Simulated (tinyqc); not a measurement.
Inside a calculation: heavy doping: gap narrowing, degeneracy and the minority density. Values are carried at full precision from step to step, so a last printed digit may differ when a step is redone from the rounded ones.

Empirical narrowing (Slotboom form, constants chosen for the exercise; published fits of this form give the apparent narrowing, here it is taken as the true one): dEg = E0 [ln(N/N0) + sqrt(ln(N/N0)^2 + C)].

Constants: kB = 8.617333262e-05 eV/K; e^2/(4 pi eps0) = 14.39964547 eV angstrom.

Inputs chosen for the exercise (gap and densities of states near those of Si at this temperature; narrowing constants near the fits for Si; the results hold for these values, not for the real material): N = 2.3e+19 1/cm^3 (ionised acceptors, equal to the majority density); E0 = 6.15 meV (narrowing scale); N0 = 1.2e+17 1/cm^3 (onset density); C = 0.5 (smoothing constant); Nv = 1.43e+19 1/cm^3 (valence-band density of states); Eg = 1.11 eV (gap); Nc = 3.45e+19 1/cm^3 (conduction-band density of states); T = 350 K; eps = 11.6 (dielectric constant); Mv = 1 (majority valleys).

## Gap narrowing

Evaluate at N.

ln(N/N0) = 5.2558
dEg (empirical fit) = 64.94 meV

Well above N0 each decade of doping adds 2 E0 ln 10 = 28.3 meV.

## Degeneracy of the majority band

F_j(eta) = (1/Gamma(j + 1)) integral_0^infinity x^j dx/(1 + exp(x - eta)), which tends to exp(eta) for eta << 0.

Majority: N = Nv F_1/2(eta), eta the distance of EF beyond the majority band edge in kT. Degeneracy factor gam = F_1/2(eta)/exp(eta). ni0^2 = Nc Nv exp(-Eg/kT); product n p = ni0^2 gam exp(dEg/kT), dEg the true narrowing; apparent narrowing dEa = dEg + kT ln gam; minority density = n p/N.

Solve for eta and form gam.

N/Nv = 1.608
eta = 1.0317
gam = 0.5732

## Product and minority density

Combine both effects.

ni0 = 2.26e+11 1/cm^3
exp(dEg/kT) = 8.61
dEa = 48.2 meV
sqrt(n p) = 5.03e+11 1/cm^3
minority density = 1.10e+04 1/cm^3

Narrowing multiplies the product by 8.61 and degeneracy by 0.573; together they change the minority density by a factor 4.94 against ni0^2/N.

## Two estimates of the size

Two physical estimates, e2 = e^2/(4 pi eps0), N in 1/angstrom^3: exchange shift at the Fermi level, Ex = (e2/eps) kF/pi with kF = (3 pi^2 N/Mv)^(1/3); screened-pair energy (Lanyon-Tuft), Es = (3/4)(e2/eps) qs with qs^2 = (4 pi e2 N/(eps kT)) F_-1/2(eta)/F_1/2(eta).

Evaluate both at N.

kF = 0.08798 1/angstrom
Ex = 34.76 meV
Es = 81.70 meV

Against the fitted dEg = 64.9 meV, Ex is 0.54 and Es 1.26 times as large; each keeps one mechanism only, and Ex assumes a strongly degenerate gas, while here eta is only 1.03.

## Checks

- Minority density against the Boltzmann occupation of the other band at the narrowed gap (1/cm^3): both 1.100e+04.

tinyqc: `OMP_NUM_THREADS=1 python tinyqc.py 1650774 1650775 out.jsonl`; about 0.02 s, one thread, shared Intel(R) Xeon(R) Processor @ 2.30GHz.
